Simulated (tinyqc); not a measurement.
A discretised effective-mass wire between two leads, recursive Green functions: two steps of the calculation.

Finite differences on a grid of step a give a chain with hopping -t, t = C/(m a^2), C = hbar^2/(2 m0), and site energies 2 t + U_i for the N = 7 sites of the device; the semi-infinite leads have site energy 2 t. Each slice is one site, and V = -t couples neighbouring slices.

Values chosen for this exercise:
- m = 0.026 m0 (effective mass)
- a = 0.61 nm (grid step)
- U = [0, 1.3, 1.3, 0, 0, 0, 0] eV (potential on the sites 1 to N)
- E = 1.471 eV (energy above the band bottom of the leads)

Constants: q = 1.602176634e-19 C, hbar = 1.054571817e-34 J s, m0 = 9.1093837015e-31 kg, hbar^2/(2 m0) = 0.0380998212 eV nm^2. Results are converted to the units shown.

Problem 1. Forward pass. Forward pass: g_1 = (E - H_1 - Sigma)^(-1), g_i = (E - H_i - V g_(i-1) V^dagger)^(-1), with Sigma also subtracted on the last slice; G_(i,1) = g_i V G_(i-1,1), starting from g_1. H_i is the block of slice i, its site energy.

Sigma = -3.2026288-2.2917302i eV

Wanted: g_i; G_(i,1) of the forward pass.

Solution 1.

```
site       g_i (1/eV)  G_(i,1) of the forward pass (1/eV)
1     -0.2065-0.1478i                     -0.2065-0.1478i
2     -0.1764-0.0898i                     -0.0912-0.1757i
3     -0.1866-0.0523i                     -0.0308-0.1478i
4     -0.2704-0.0624i                      0.0035-0.1650i
5     -0.3794-0.1660i                      0.1131-0.2442i
6     -0.0756-0.3731i                      0.3925+0.0935i
7     -0.0293-0.1164i                      0.0024+0.1908i
```

Problem 2. Backward pass. Backward pass: G_NN = g_N, G_ii = g_i + g_i V^dagger G_(i+1,i+1) V g_i; local density of states -Im G_ii/pi on each site.

g_i, site 1 to 7 (1/eV): -0.20650319-0.14776911i  -0.17639594-0.08978131i  -0.18657789-0.05227670i  -0.27035576-0.06241842i  -0.37937351-0.16599923i  -0.07559625-0.37311473i  -0.02926189-0.11643420i

Wanted: G_ii; local density of states.

Solution 2.

```
site        G_ii (1/eV)  local density of states (1/eV)
1     -0.03179-0.31916i                         0.10159
2     -0.10584-0.22067i                         0.07024
3     -0.10584-0.22067i                         0.07024
4     -0.03179-0.31916i                         0.10159
5      0.08532-0.28085i                         0.08940
6      0.08686-0.15765i                         0.05018
7     -0.02926-0.11643i                         0.03706
```

A site of an infinite clean chain has 1/(pi sqrt(4 t^2 - x^2)) = 0.0694 1/eV at this energy (x counted from the band centre); the device goes from 0.0371 (site 7) to 0.102 (site 4).

Computed by the program tinyqc: `OMP_NUM_THREADS=1 python tinyqc.py 2660116 2660117 out.jsonl`, one thread of a shared Intel Xeon 2.30GHz, about 0.03 s for the whole run.
